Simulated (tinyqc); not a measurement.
Length of a polyene: Hueckel, PPP and singles CI along the polyenes. Computed by the program tinyqc. Hueckel uses the same beta without repulsion; CIS keeps all single excitations and so misses the low, doubly excited 2Ag state. W is the valence ionisation energy of a centre, MN the Mataga-Nishimoto formula, f the oscillator strength.

All-trans chains of carbon centres 1.40 angstrom apart:
```
parameter,value
"beta (eV), times 1 +/- alternation",-2.280000
alternation,0.080000
W (eV),11.160000
gamma_rr (eV),10.480000
repulsion formula,MN
```

Gaps and excitations (eV):
```
centres,Hueckel gap,PPP orbital gap,bright singlet (CIS),f,lowest triplet (CIS)
2,4.925,10.116,7.569,0.649,2.280
4,3.255,7.920,5.407,1.005,1.502
6,2.493,6.826,4.410,1.400,1.153
8,2.062,6.177,3.828,1.769,0.966
10,1.787,5.753,3.449,2.114,0.853
12,1.597,5.458,3.186,2.442,0.780
14,1.458,5.243,2.995,2.757,0.729
```

What does the comparison show, and why?

The Hueckel gap tends to 4 x alternation x |beta| = 0.73 eV for long chains. Exchange opens the PPP orbital gap, and the attraction of electron and hole brings the bright state 2.25 eV below it at 14 centres; the triplet lies 2.27 eV lower still.
